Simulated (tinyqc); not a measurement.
Worked calculation: UHF in the sto-6g basis, for BeH2, spin multiplicity 1. This run ends on a higher stationary point, not on the lowest solution. One step of it, computed by the program tinyqc.

Task: Orthogonalisation. S = U s U^T; canonical form X = U s^(-1/2), so that X^T S X = 1. Each column of U has its largest component positive (the first on a tie).

overlap S, lower triangle:
```
           1Be 1s    1Be 2s   1Be 2px    1Be 2py   1Be 2pz     2H 1s     3H 1s
1Be 1s   1.000000
1Be 2s   0.254764  1.000000
1Be 2px  0.000000  0.000000  1.000000
1Be 2py  0.000000  0.000000  0.000000   1.000000
1Be 2pz  0.000000  0.000000  0.000000   0.000000  1.000000
2H 1s    0.020968  0.265400  0.000000   0.345201  0.025652  1.000000
3H 1s    0.020968  0.265400  0.000000  -0.345201  0.025652  0.005142  1.000000
```

Give: eigenvalues of S; X.

Result:

eigenvalues of S: 0.509  0.561  0.963  1.000  1.011  1.470  1.486

X:
```
              1       2       3      4       5      6       7
1Be 1s    0.000  -0.503   0.741  0.000  -0.396  0.340   0.000
1Be 2s    0.000   0.958  -0.050  0.000  -0.049  0.572   0.000
1Be 2px   0.000   0.000   0.000  1.000   0.000  0.000   0.000
1Be 2py   0.988   0.000   0.000  0.000   0.000  0.000   0.582
1Be 2pz   0.000   0.064   0.488  0.000   0.870  0.037   0.000
2H 1s    -0.703  -0.552  -0.352  0.000   0.189  0.343   0.409
3H 1s     0.703  -0.552  -0.352  0.000   0.189  0.343  -0.409
```
